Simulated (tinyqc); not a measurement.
Pariser-Parr-Pople SCF with singles CI, for the molecule C=CC1=CC=C(N)C1=C (SMILES; centres numbered as the heavy atoms are written), step by step. One step of it, computed by the program tinyqc.

Question. Iteration 1: orbitals and new P. Diagonalise F (the basis is taken as orthonormal) and form P = 2 sum c c over the lowest orbitals; 0.5 of the old P is kept.

F (eV), lower triangle:
```
,1C,2C,3C,4C,5C,6C,7N,8C,9C
1C,-9.469150
2C,-2.716576,-7.775479
3C,-0.332790,-4.173830,-4.234513
4C,0.087617,0.163522,-3.390654,-2.628956
5C,0.123604,0.399959,0.299913,-4.733144,-1.269850
6C,-0.098542,-0.248788,0.039729,0.539255,-3.217867,-0.945373
7N,0.020480,0.046766,-0.008751,-0.084568,0.131647,-2.324010,-4.633547
8C,0.130452,0.336592,-2.854282,0.075557,0.156907,-2.687850,0.046392,-2.807416
9C,0.128853,0.340746,0.265624,-0.096403,-0.075690,0.375698,-0.067301,-4.051647,-5.276330
```

pi electrons, sum of z_r less the charge = 10

P at the start, lower triangle:
```
,1C,2C,3C,4C,5C,6C,7N,8C,9C
1C,0.038781
2C,0.122225,0.405300
3C,0.171901,0.667424,1.559220
4C,-0.061351,-0.086041,0.374364,0.996716
5C,-0.102297,-0.273129,-0.148262,0.876860,1.123635
6C,0.076359,0.169895,-0.019640,-0.266596,0.309748,1.863482
7N,-0.018282,-0.038710,0.005657,0.054666,-0.064466,0.028365,1.994092
8C,-0.076430,-0.177141,0.173721,-0.037348,-0.077553,0.111418,-0.022717,1.724977
9C,-0.073036,-0.205412,-0.139790,0.065833,0.051687,-0.197692,0.038108,0.621827,0.293798
```

Give: orbital energies; P after iteration 1.

Answer.

orbital energies (eV): -12.7921  -9.7720  -7.8803  -6.9746  -5.6646  -2.3382  -2.1439  3.4143  5.1109

P after iteration 1, lower triangle:
```
,1C,2C,3C,4C,5C,6C,7N,8C,9C
1C,0.9910
2C,0.1528,0.8877
3C,-0.0173,0.7236,1.2117
4C,-0.0278,-0.1111,0.4112,1.0196
5C,0.0104,-0.3105,-0.0008,0.8489,0.9577
6C,0.0677,0.0597,-0.0025,-0.0779,0.3098,1.2169
7N,-0.0400,0.0456,-0.0649,-0.1100,0.0211,0.4145,1.7047
8C,-0.0632,-0.0767,0.2307,-0.0164,-0.0374,0.1757,0.0537,1.2666
9C,0.0115,-0.2269,-0.0269,-0.0328,-0.0404,-0.0746,-0.0855,0.7589,0.7442
```
